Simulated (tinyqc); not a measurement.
Born-von Karman spring model of a cubic crystal with one atom per cell: one step, computed by the program tinyqc. Command: `OMP_NUM_THREADS=1 python tinyqc.py 3015253 3015254 out.jsonl springs walk`. One thread of a shared host (Intel(R) Xeon(R) Processor @ 2.30GHz), about 0.1 s of CPU time with the checks.

First neighbours lie at a/2 (1,1,1) (8 of them), second at a (1,0,0) (6), with all permutations and signs; the volume per atom is Omega = a^3/2. Two shells of springs match a real metal only roughly, above all at the zone boundary.

Problem. Debye temperature from the elastic constants. Christoffel matrix G_xx = C11 n_x^2 + C44 (1 - n_x^2), G_xy = (C12 + C44) n_x n_y, with eigenvalues rho v^2; v_m^-3 is the mean of v^-3 over three branches and all directions (12 Gauss-Legendre points in cos(theta) times 24 angles phi = (j + 1/2) pi/12); q_D = (6 pi^2/Omega)^(1/3); Theta = hbar v_m q_D/k_B.

Inputs (values chosen for the exercise, modelled on tantalum): lattice constant a = 3.3 angstrom.

Lattice: bcc.

C12 = 150.8312 GPa

C44 = 78.97598 GPa

C11 = 270.2662 GPa

density rho = 16722.29 kg/m^3

Constants: hbar = 1.054571817e-34 J s; k_B = 1.380649e-23 J/K.

Give: mean velocity v_m; Debye wave number q_D; elastic Debye temperature.

Solution.

mean velocity v_m = 2303 m/s

Debye wave number q_D = 1.488 1/angstrom

elastic Debye temperature = 261.8 K
